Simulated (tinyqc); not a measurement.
Inside a calculation. Model: surface potential of a MOS transistor: implicit equation and explicit approximations.

tinyqc, about 0.01 s, one thread, Intel Xeon 2.30GHz (shared host): `OMP_NUM_THREADS=1 python tinyqc.py 2122038 2122039 out.jsonl` Printed values are rounded.

p-type body, charge-sheet picture, depletion and inversion only, full ionisation (an idealisation for deep acceptors), Boltzmann statistics (rough once Na exp(x - xn) passes about Nc/7). In units of Vt: xg = (Vg - Vfb)/Vt, x = psi/Vt, G = gamma/sqrt(Vt), xn = (2 phiF + Vc)/Vt. The implicit equation is (xg - x)^2 = G^2 [x - 1 + exp(x - xn)] for x above about 3. Cox = eps0 eox/tox.

Inputs (values chosen for the exercise); band and dielectric values close to those of 4H silicon carbide:
- T = 300 K (temperature)
- Eg = 3.23 eV (band gap)
- eps_r = 9.77 (relative permittivity)
- Nc = 1.73e19 cm^-3 (conduction-band density of states at T)
- Nv = 2.54e19 cm^-3 (valence-band density of states at T)
- eox = 22.3 (relative permittivity of the gate insulator (close to hafnium oxide))
- tox = 39 nm (insulator thickness)
- Na = 1.6e17 cm^-3 (acceptor density)
- Vfb = -0.65 V (flat-band voltage)
- Vc = 0.5 V (channel-body voltage)
- Vg = 3.31 V (gate-body voltage)

Constants: q = 1.602176634e-19 C, kB = 1.380649e-23 J/K, Vt = kB T/q, eps0 = 8.8541878128e-14 F/cm where lengths are in cm. Results are converted to the units shown.

## Scales

ni = sqrt(Nc Nv) exp(-Eg/(2 Vt)), Eg in volts; phiF = Vt ln(Na/ni); gamma = sqrt(2 q eps0 eps_r Na)/Cox; VT = Vfb + Vt (xn + G sqrt(xn - 1)).

phiF = 1.488964 V
gamma = 0.4159708 V^0.5
G = 2.587115
xn = 134.5322
VT = 3.600791 V
xg = 153.1796

## Explicit approximation

Depletion value a = 1 + [sqrt(G^2/4 + xg - 1) - G/2]^2; inversion value b = xn + ln[(xg - xn)^2/G^2 - xn + 1] and first guess y = min(a, b) - ln(1 + exp(-|a - b|)) if a > xn + 1, else b = y = a; one second-order correction with D = exp(y - xn), p = 2 (xg - y) + G^2 (1 + D), w = (xg - y)^2 - G^2 (y - 1 + D): z = y + 2 w/(p + sqrt(p^2 - 2 (2 - G^2 D) w)), or the Newton step z = y + w/p where the root is not real.

a = 124.4363
b = 124.4363
y = 124.4363
p = 64.18012
w = -2.760754e-4
z = 124.4363

The root of the implicit equation is x = 124.436; y misses it by 4.3e-6 and z by 0, in units of Vt (Newton branch).

## Starting value

x = y rounded to two decimals.

x at the start = 124.4400

## Iteration 1: new x

D = exp(x - xn), f = (xg - x)^2 - G^2 (x - 1 + D), f' = -2 (xg - x) - G^2 (1 + D), x(new) = x - f/f'.

D = 4.140026e-5
f = -0.2377389
f' = -64.17272
x after iteration 1 = 124.4363

## Iteration 2: new x

As before.

D = 4.124717e-5
f = 1.372270e-5
f' = -64.18013
x after iteration 2 = 124.4363

## Course of the iteration

Stop when the step is below 1e-11, or after 60 iterations.

Course of the iteration:

| iteration | x before the step | step |
|---|---|---|
| 1 | 124.4400 | -3.70e-3 |
| 2 | 124.4363 | 2.14e-7 |
| 3 | 124.4363 | 0 |

Converged in 3 iterations.

## Potential, charges and gate control

converged x = 124.4363

psi = Vt x; N_dep = Cox Vt G sqrt(x - 1)/q; N_inv = (Cox Vt G/q) [sqrt(x - 1 + exp(x - xn)) - sqrt(x - 1)]; dpsi/dVg = 1/[1 + G^2 (1 + exp(x - xn))/(2 (xg - x))].

psi = 3.216927 V
N_dep = 2.348064e12 cm^-2
N_inv = 3.9231e5 cm^-2
dpsi/dVg = 0.8957085

psi lies 10 Vt below 2 phiF + Vc.
